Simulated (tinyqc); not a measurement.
Kinetics of strain relaxation and threading dislocations in mismatched semiconductor layers: one step, computed by the program tinyqc.

60-degree dislocations on {111} planes of a (001) layer, isotropic elasticity. The Schmid factor is 1/sqrt(6), and a misfit segment relieves strain with b/2.

Problem. Graded buffer. In steady grading, strain is fed at R_f R_g and relieved at (b/4) rho v. As a glide-limited estimate, the driving stress is taken as the mean stress of the strained top zone, whose depth z solves R_f z/2 = e_eq(z), with strain R_f z at the surface; tau_g = S R_f z/2 is its mean; then rho = 4 R_f R_g/(b m tau_g), m = v0 exp(-Q/(k_B T_g)), S = (1/sqrt 6) 2 G (1 + nu)/(1 - nu), e_eq(z) = b (1 - nu/4) [ln(z/b) + 1]/(4 pi (1 + nu) z).

Inputs (values chosen for the exercise, modelled on Si(0.8)Ge(0.2) on Si):
```
quantity                                   value          unit
misfit f                                 0.00845             -
shear modulus G                             65.4           GPa
Poisson ratio nu                            0.27             -
Burgers vector b                            3.88      angstrom
glide activation energy Q                   2.18            eV
velocity prefactor v0                      35000   m/s per MPa
grading rate (misfit per thickness) R_f    0.014  1/micrometre
growth temperature of the buffer T_g        1101             K
growth rate R_g                              6.1          nm/s
```

Constants: k_B = 8.617333262e-05 eV/K.

Give: depth z of the strained zone; stress tau_g; thread density of the buffer; buffer thickness f/R_f.

Solution.

depth z of the strained zone = 150.1 nm

stress tau_g = 97.62 MPa

thread density of the buffer = 2.454e+05 1/cm^2

buffer thickness f/R_f = 0.6036 micrometre

Raising T_g by 50 K would lower this density by a factor 2.7: fast glide lets few threads do the work.
